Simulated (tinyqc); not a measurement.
What each parameter does: delta-doped layer in the Thomas-Fermi potential.

All donors ionised in the plane z = 0, zero temperature, energies from the Fermi level EF of the Thomas-Fermi model, which lies at the bulk band edge; c = hbar^2/2m0, q = e^2/(4 pi eps0). Layer in a (001) plane: two valleys with m_z = ml, m_d = mt (unprimed) and four with m_z = mt, m_d = sqrt(ml mt) (primed); m3 = (ml mt^2)^(1/3), gv = 6. With n = (gv/3 pi^2)(m3 (-V)/c)^(3/2) and V'' = -(4 pi q/eps) n for z > 0, the solution is V = -b/(|z| + z0)^4 with sqrt(b) = 20/K, K = (4 pi q/eps)(gv/3 pi^2)(m3/c)^(3/2), and z0^5 = 4b/(e F0), e F0 = 2 pi q N/eps; 1e13/cm^2 = 1e-3/angstrom^2. Exchange and correlation are left out.

Subbands solve -(c/m_z) psi'' + V psi = E psi on 1280 points of spacing z0/80; up to ten levels for each group, kept if bound with an rms width below 2.5 z0.

Constants: hbar^2/2m0 = 3.80998211 eV angstrom^2; e^2/(4 pi eps0) = 14.39964547 eV angstrom.

Parameters, chosen for this exercise (near those of a delta-doped layer in Si; shifted at random, so the results belong to these values and not to a real crystal):
```
symbol  value  unit         meaning
ml      0.896  m0           longitudinal mass
mt      0.188  m0           transverse mass
eps     11.7                dielectric constant
N       1.4    x 1e13/cm^2  donor sheet density
```

z0, depth, lowest level and its rms width.

One parameter was then changed.

Results before and after:
```
case,z0 (angstrom),depth (eV),lowest (eV),rms z (angstrom)
base,30.47,0.0825,-0.0301,10.97
changed,33.75,0.0548,-0.0186,13.59
```

Which of these changes was made? (a) ml = 1.03 m0; (b) N = 0.84 x 1e13/cm^2; (c) eps = 10.5; (d) mt = 0.16 m0.

Answer: (b) N = 0.84 x 1e13/cm^2. Of the candidates, run in turn, only this one gives the changed row.

All candidates:
```
case,z0 (angstrom),depth (eV),lowest (eV),rms z (angstrom)
base,30.47,0.0825,-0.0301,10.97
N = 0.84 x 1e13/cm^2,33.75,0.0548,-0.0186,13.59
eps = 10.5,28.56,0.0861,-0.0305,10.77
ml = 1.03 m0,29.64,0.0802,-0.0298,10.36
mt = 0.16 m0,32.50,0.0880,-0.0342,10.56
```

tinyqc: `OMP_NUM_THREADS=1 python tinyqc.py 1251152 1251153 out.jsonl`; about 0.1 s, one thread, shared Intel(R) Xeon(R) Processor @ 2.30GHz.
